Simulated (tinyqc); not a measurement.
Length offset and series resistance from crossing lines.

Question. R_total = Rs + k (L - dL)/Vo with constant Rs, dL and k. Find k, dL and Rs.

R_total at (L, Vo) = (90, 0.32), (270, 0.32), (90, 0.8) and (270, 0.8), L in nm and Vo in V (ohm um): [1202.3438, 3058.5938, 660.93750, 1403.4375]

Solution. At each overdrive R is a straight line in L with slope k/Vo; the two lines cross at L = dL, R = Rs.

k = 3.30 ohm um V/nm
dL = 2.50 nm
Rs = 300 ohm um

Program tinyqc, `OMP_NUM_THREADS=1 python tinyqc.py 2282048 2282049 out.jsonl`; Intel Xeon 2.30GHz, shared host, one thread, about 0.06 s.
